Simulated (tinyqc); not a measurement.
Which clusters to keep: cluster expansion of a binary alloy: correlations, fit, cross-validation and ground states. Computed by tinyqc, a small Python program. Command: `OMP_NUM_THREADS=1 python tinyqc.py 3031560 3031561 out.jsonl clex walk`. One thread of a shared host (Intel(R) Xeon(R) Processor @ 2.30GHz), about 0.07 s of CPU time with the checks.

s = +1 for A and -1 for B. Energy per site E = J0 + J1 P(point) + sum over clusters of m V P, with P the mean product of spins; V > 0 on a pair favours unlike neighbours. Clusters per site m: pair 1 4, pair 2 3, pair 3 6, triplet 12; the triplet is two first-neighbour bonds closed by a second-neighbour bond. Formation energies are counted from the line between pure A and pure B, which removes J0 and J1.

Inputs (values chosen for the exercise, for a model alloy):
```
quantity,value,unit
first-pair interaction V1,32.4,meV
second-pair interaction V2,-0.096,meV
third-pair interaction V3,-2.7,meV
triplet interaction Vt,-2.3,meV
noise amplitude,1.6,meV/site
```

Lattice: bcc.

Method:
- Design matrix of formation energies: m (P - 1) for pairs and m (P(triplet) - P(point)) for the triplet; x = (1 - P(point))/2.
- Exact: X V with V = (V1, V2, V3, Vt). The data to fit add the noise amplitude times the normal numbers, standing for what the clusters leave out.
- For each set, H = X (X^T X)^-1 X^T over the structures between the ends; residual e = E - H E; leave-one-out error e_i/(1 - H_ii); both as root mean squares.

correlations P, counted on periodic cells:
```
,point,pair 1,pair 2,pair 3,triplet
A,1.00000,1.00000,1.00000,1.00000,1.00000
A3B D0_3,0.50000,0.00000,0.00000,1.00000,-0.50000
A3B (001) layers,0.50000,0.00000,0.66667,0.33333,0.16667
A2B C11_b,0.33333,-0.33333,0.55556,0.11111,-0.11111
AB B2,0.00000,-1.00000,1.00000,1.00000,0.00000
AB B32,0.00000,0.00000,-1.00000,1.00000,0.00000
A2B2 B11,0.00000,0.00000,0.33333,-0.33333,0.00000
AB (110) layers,0.00000,0.00000,-0.33333,-0.33333,0.00000
AB2 C11_b,-0.33333,-0.33333,0.55556,0.11111,0.11111
AB3 D0_3,-0.50000,0.00000,0.00000,1.00000,0.50000
AB3 (001) layers,-0.50000,0.00000,0.66667,0.33333,-0.16667
B,-1.00000,1.00000,1.00000,1.00000,-1.00000
```

standard normal numbers for the noise (0 for the pure ends): A 0.000, A3B D0_3 1.488, A3B (001) layers -0.239, A2B C11_b -1.743, AB B2 0.519, AB B32 2.244, A2B2 B11 1.121, AB (110) layers 0.152, AB2 C11_b 0.384, AB3 D0_3 -0.092, AB3 (001) layers -2.115, B 0.000

X:
```
,pair 1,pair 2,pair 3,triplet
A,0.0000,0.0000,0.0000,0.0000
A3B D0_3,-4.0000,-3.0000,0.0000,-12.0000
A3B (001) layers,-4.0000,-1.0000,-4.0000,-4.0000
A2B C11_b,-5.3333,-1.3333,-5.3333,-5.3333
AB B2,-8.0000,0.0000,0.0000,0.0000
AB B32,-4.0000,-6.0000,0.0000,0.0000
A2B2 B11,-4.0000,-2.0000,-8.0000,0.0000
AB (110) layers,-4.0000,-4.0000,-8.0000,0.0000
AB2 C11_b,-5.3333,-1.3333,-5.3333,5.3333
AB3 D0_3,-4.0000,-3.0000,0.0000,12.0000
AB3 (001) layers,-4.0000,-1.0000,-4.0000,4.0000
B,0.0000,0.0000,0.0000,0.0000
```

data (meV/site): A 0.000, A3B D0_3 -99.331, A3B (001) layers -109.886, A2B C11_b -148.794, AB B2 -258.370, AB B32 -125.434, A2B2 B11 -106.014, AB (110) layers -107.373, AB2 C11_b -169.924, AB3 D0_3 -157.059, AB3 (001) layers -131.288, B 0.000

Fits:
```
clusters,fit error (meV/site),leave-one-out error (meV/site),largest H_ii
V1,17.054,18.807,0.27481
V1 V2,16.890,20.546,0.53206
V1 V3,14.659,16.793,0.51153
V1 V2 Vt,8.638,13.670,0.53206
V1 Vt,8.955,11.159,0.45078
V1 V2 V3,14.599,17.820,0.71178
V1 V3 Vt,2.054,2.651,0.51153
V1 V2 V3 Vt,1.572,2.496,0.71178
```

leave-one-out error without pair 3 = 13.670 meV/site

leave-one-out error with all four = 2.4958 meV/site

What follows from these numbers?

The fit error can only fall as clusters are added, to 1.57 meV with all four. The leave-one-out error is least for V1 V2 V3 Vt (2.50 meV): dropping V2, V3 or Vt makes prediction worse at this noise.

Extremes, crossings and ranges named in words are read from the listed rows.
